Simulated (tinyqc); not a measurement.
## Trap density from the barrier height

Inverse problem. In a partly depleted grain with all boundary traps filled, 2 N W = Qt and VB = q N W^2/(2 eps0 eps_r). Find Qt, W and the doping at which VB would equal Vt.

Parameters, values chosen for the exercise:
- T = 250 K (temperature)
- eps_r = 11.7 (relative permittivity)

Constants: q = 1.602176634e-19 C, kB = 1.380649e-23 J/K, Vt = kB T/q, eps0 = 8.8541878128e-14 F/cm where lengths are in cm. Results are converted to the units shown.

doping = 8.6e17 cm^-3
barrier height = 0.11891675 V

Answer. Eliminating W gives VB = q Qt^2/(8 eps0 eps_r N), which falls as 1/N.

Qt = 2.30e12 cm^-2
W = 13.4 nm
doping for VB = Vt = 4.75e18 cm^-3

Numbers from tinyqc (`OMP_NUM_THREADS=1 python tinyqc.py 2830069 2830070 out.jsonl`; about 0.01 s on one thread of a shared Intel Xeon 2.30GHz).
